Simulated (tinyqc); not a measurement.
Density of states of one tight-binding band on the triangular lattice: sweeps and comparisons. A value that a table varies takes the place of the one given here.

E(k) = -2 t (cos 2 pi k1 + cos 2 pi k2 + cos 2 pi (k1 + k2)); k in fractions of the reciprocal vectors, mesh k_i = j/N with j = 0 .. N-1. Densities are per cell and per spin, so the band holds one state.

Each cell of the mesh is cut along (i+1, j)-(i, j+1) into two triangles. For corner energies e1 <= e2 <= e3 and eij = ei - ej, the share of the triangle below E is n = (E - e1)^2/(e21 e31) for e1 < E < e2 and n = 1 - (e3 - E)^2/(e31 e32) for e2 < E < e3; its density of states is g = dn/dE.

Gaussian broadening: g(E) = mean over the mesh of exp(-(E - E_k)^2/(2 sigma^2))/(sigma sqrt(2 pi)), n(E) = mean of erfc((E_k - E)/(sigma sqrt 2))/2.

Parameters, chosen for this exercise:
- t = 0.87 eV (nearest hopping)
- N2 = 12 (mesh points along each axis in this comparison)
- sigma = 0.435 eV (Gaussian width)
- E = 0.89 eV (energy at which the density is wanted)

## Three ways to the same curve

N = N2 here; the reference is the linear method with N = 240.

g(E) (1/eV):

| E (eV) | reference | linear triangles | Gaussian, sigma | Gaussian, sigma/4 | reference n(E) |
|---|---|---|---|---|---|
| -4.507 | 0.057 | 0.053 | 0.050 | 0.012 | 0.039 |
| -3.796 | 0.061 | 0.065 | 0.071 | 0.113 | 0.081 |
| -3.084 | 0.067 | 0.067 | 0.053 | 0.000 | 0.127 |
| -2.372 | 0.074 | 0.076 | 0.091 | 0.305 | 0.177 |
| -1.660 | 0.083 | 0.085 | 0.069 | 0.117 | 0.233 |
| -0.948 | 0.096 | 0.095 | 0.108 | 0.123 | 0.296 |
| -0.237 | 0.114 | 0.119 | 0.110 | 0.015 | 0.371 |
| 0.475 | 0.145 | 0.141 | 0.156 | 0.101 | 0.462 |
| 1.187 | 0.211 | 0.229 | 0.230 | 0.116 | 0.584 |
| 1.899 | 0.340 | 0.354 | 0.294 | 0.301 | 0.817 |

Root-mean-square errors against the reference: 0.0077 for linear triangles, 0.0192 for sigma and 0.0932 for sigma/4. The narrow Gaussian is worse than the wide one, because it resolves the separate mesh levels. The reference is highest at 1.899 eV of the energies listed, and half filling lies between 0.475 and 1.187 eV.

## Convergence with the mesh

At the energy E; the plain count is the share of mesh points below E; the reference is the linear method with N = 240.

Results:

| N | points | g linear | n linear | g Gaussian | n Gaussian | n plain count |
|---|---|---|---|---|---|---|
| 4 | 16 | 0.1892 | 0.5780 | 0.0765 | 0.4518 | 0.4375 |
| 6 | 36 | 0.2034 | 0.5550 | 0.0755 | 0.5349 | 0.5278 |
| 8 | 64 | 0.2019 | 0.5402 | 0.1456 | 0.5500 | 0.5781 |
| 12 | 144 | 0.1894 | 0.5299 | 0.2036 | 0.5397 | 0.5903 |
| 16 | 256 | 0.1690 | 0.5289 | 0.1927 | 0.5379 | 0.4961 |
| 24 | 576 | 0.1787 | 0.5285 | 0.1924 | 0.5384 | 0.5434 |
| 48 | 2304 | 0.1740 | 0.5277 | 0.1924 | 0.5384 | 0.5265 |

reference n and g: 0.5275  0.1750

The linear n(E) stays within 0.002 of the reference from N = 16 on. The Gaussian g stays within 1 % of its last value from N = 16 on; it tends to the broadened curve, not the true one. At the last mesh it lies +0.017 1/eV from the reference g and the linear g -0.001. The plain count errs by -0.0010 at the last mesh.

## Critical points

The gradient vanishes at these points by symmetry; the signs of the eigenvalues of the second-derivative matrix give the type.

Critical points:

| point | k | E (eV) | positive | negative | type |
|---|---|---|---|---|---|
| Gamma | (0, 0) | -5.2200 | 2 | 0 | minimum |
| M | (0.5, 0) | 1.7400 | 1 | 1 | saddle |
| K | (0.3333, 0.3333) | 2.6100 | 0 | 2 | maximum |

Gamma is a minimum at -5.220 eV: g has a step there. M is a saddle at 1.740 eV: g diverges logarithmically there. K is a maximum at 2.610 eV: g has a step there.

## What moves the count of states

Linear method and Gaussian sum with N = 48. Each row changes one parameter from the base and keeps the others.

Results:

| case | n linear | g linear (1/eV) | n Gaussian | g Gaussian (1/eV) |
|---|---|---|---|---|
| base | 0.5277 | 0.1740 | 0.5384 | 0.1924 |
| t = 0.957 eV | 0.5139 | 0.1529 | 0.5213 | 0.1635 |
| E = 0.977 eV | 0.5433 | 0.1848 | 0.5556 | 0.2040 |
| sigma = 0.87 eV | 0.5277 | 0.1740 | 0.5651 | 0.1961 |

The largest shifts from the base row, up to three for each result and ties (the steps differ in size, so this ranks the rows, not the parameters). n linear: E +0.0156, t -0.0138; unchanged at the printed digits by sigma. g linear (1/eV): t -0.0211, E +0.0108; unchanged at the printed digits by sigma. n Gaussian: sigma +0.0268, E +0.0172, t -0.0170. g Gaussian (1/eV): t -0.0288, E +0.0116, sigma +0.0037.

Computed by tinyqc, a small Python program: `OMP_NUM_THREADS=1 python tinyqc.py 1682124 1682125 out.jsonl` (the numbers bound the seed that draws the inputs); one thread of a shared host (Intel(R) Xeon(R) Processor @ 2.30GHz), about 0.1 s for the whole set of steps.
